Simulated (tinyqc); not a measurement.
# Free and trapped electrons in a MOS channel with a dense trap tail: effects of single changes

p-type body, charge-sheet picture, full ionisation (an idealisation for deep acceptors), Boltzmann statistics for free electrons. e = Ec - EF at the surface. Acceptor-like traps of density D(E) = D0 + De exp(-E/Ew) at depth E below Ec, from 0 to Eu, hold n_t = integral of D(E)/(1 + exp((e - E)/Vt)). psi = Eg - Vt ln(Nv/Na) - e; N_dep = sqrt(2 eps0 eps_r Na (psi - Vt)/q); n_f = sqrt(N_dep^2 + 2 eps0 eps_r Vt Nc exp(-e/Vt)/q) - N_dep; Vg = Vfb + psi + q (N_dep + n_t + n_f)/Cox, Cox = eps0 eox/tox.

Values chosen for this exercise; band and dielectric values close to those of silicon: temperature T = 400 K; band gap Eg = 1.11 eV; relative permittivity eps_r = 11.9; conduction-band density of states at T Nc = 4.31e19 cm^-3; valence-band density of states at T Nv = 4.1e19 cm^-3; relative permittivity of the insulator eox = 3.9; insulator thickness tox = 59 nm; acceptor density Na = 5.5e16 cm^-3; flat-band voltage without trapped charge Vfb = -0.68 V; constant background density of acceptor-like traps D0 = 6.9e10 cm^-2 eV^-1; density of the tail at the conduction edge De = 1.1e13 cm^-2 eV^-1; decay energy of the tail Ew = 0.06 eV; depth below Ec down to which the traps reach Eu = 1 eV; mobility of free electrons mf = 84 cm^2/(V s).

Constants: q = 1.602176634e-19 C, kB = 1.380649e-23 J/K, Vt = kB T/q, eps0 = 8.8541878128e-14 F/cm where lengths are in cm. Results are converted to the units shown.

Each table varies one quantity; the others keep the values above.

## Free and trapped charge against gate voltage

Free share n_f/(n_f + n_t); swing ln 10 n_f/(dn_f/dVg); field-effect mobility mf q (dn_f/dVg)/Cox, for a constant mf; oxide field q (N_dep + n_t + n_f)/(eps0 eox).

Free and trapped charge against gate voltage:

| Vg (V) | e (eV) | n_f (cm^-2) | n_t (cm^-2) | free share (%) | swing (mV/decade) | field-effect mobility (cm^2/(V s)) | oxide field (MV/cm) |
|---|---|---|---|---|---|---|---|
| 0.9 | 0.5817 | 1.044e6 | 2.894e10 | 0.003608 | 292.8 | 0.001888 | 0.2169 |
| 2.1 | 0.2238 | 2.171e10 | 8.161e10 | 21.01 | 459.8 | 24.99 | 0.3596 |
| 3.2 | 0.1324 | 2.487e11 | 1.756e11 | 58.61 | 2238 | 58.83 | 0.5306 |
| 4.4 | 0.09659 | 5.779e11 | 2.539e11 | 69.47 | 4630 | 66.09 | 0.7279 |
| 5.6 | 0.07429 | 9.324e11 | 3.187e11 | 74.53 | 7103 | 69.50 | 0.9275 |
| 6.7 | 0.05896 | 1.270e12 | 3.697e11 | 77.46 | 9386 | 71.66 | 1.111 |
| 7.9 | 0.04542 | 1.649e12 | 4.177e11 | 79.79 | 1.188e4 | 73.51 | 1.312 |
| 9.1 | 0.03406 | 2.037e12 | 4.588e11 | 81.62 | 1.437e4 | 75.04 | 1.514 |
| 10.2 | 0.02502 | 2.399e12 | 4.911e11 | 83.01 | 1.666e4 | 76.23 | 1.699 |

n_f reaches 1e11 cm^-2 at Vg = 2.57 V, against 2.23 V without traps. The free share rises from 0.00361 to 83.0 % and the field-effect mobility rises from 0.00189 to 76.2 cm^2/(V s), although mf = 84 is constant: in the last row 90.7 % of Cox dVg goes into free electrons. The swing in the first row is 293 mV a decade (Vt ln 10 = 79.4). For Vg = 6.7, 7.9, 9.1, 10.2 EF lies less than 2 Vt below the band edge, or above it, where degeneracy and confinement, left out, matter.

## Effect of the decay energy of the tail

VT is the Vg for n_f = 1e11 cm^-2; swing ln 10 n_f/(dn_f/dVg) at n_f = 1e8 cm^-2; the last three columns are for Vg = VT + 4.7 V, with free share n_f/(n_f + n_t) and field-effect mobility mf q (dn_f/dVg)/Cox; there EF is near the band edge, where Boltzmann statistics are rough.

Effect of the decay energy of the tail:

| Ew (eV) | e at VT (eV) | VT (V) | q n_t/Cox at VT (V) | swing (mV/decade) | n_f (cm^-2) | free share (%) | field-effect mobility (cm^2/(V s)) |
|---|---|---|---|---|---|---|---|
| 0.03 | 0.1678 | 2.411 | 0.1839 | 245.5 | 1.590e12 | 89.30 | 76.76 |
| 0.05 | 0.1678 | 2.496 | 0.2688 | 247.0 | 1.494e12 | 82.35 | 73.84 |
| 0.07 | 0.1678 | 2.666 | 0.4382 | 255.5 | 1.408e12 | 74.94 | 71.46 |
| 0.09 | 0.1678 | 2.913 | 0.6858 | 277.0 | 1.336e12 | 67.78 | 69.49 |
| 0.11 | 0.1678 | 3.224 | 0.9968 | 312.4 | 1.278e12 | 61.22 | 67.85 |
| 0.13 | 0.1678 | 3.584 | 1.357 | 359.6 | 1.229e12 | 55.38 | 66.46 |
| 0.15 | 0.1678 | 3.981 | 1.753 | 415.2 | 1.190e12 | 50.27 | 65.28 |
| 0.17 | 0.1678 | 4.404 | 2.176 | 476.1 | 1.156e12 | 45.85 | 64.26 |

As Ew goes from 0.03 to 0.17, VT rises from 2.41 to 4.40 V, its part due to traps rises from 0.184 to 2.18 V, the swing rises from 246 to 476 mV/decade and the field-effect mobility falls from 76.8 to 64.3 cm^2/(V s).

Computed by the program tinyqc: `OMP_NUM_THREADS=1 python tinyqc.py 2222142 2222143 out.jsonl`, one thread of a shared Intel Xeon 2.30GHz, about 0.02 s for the whole run.
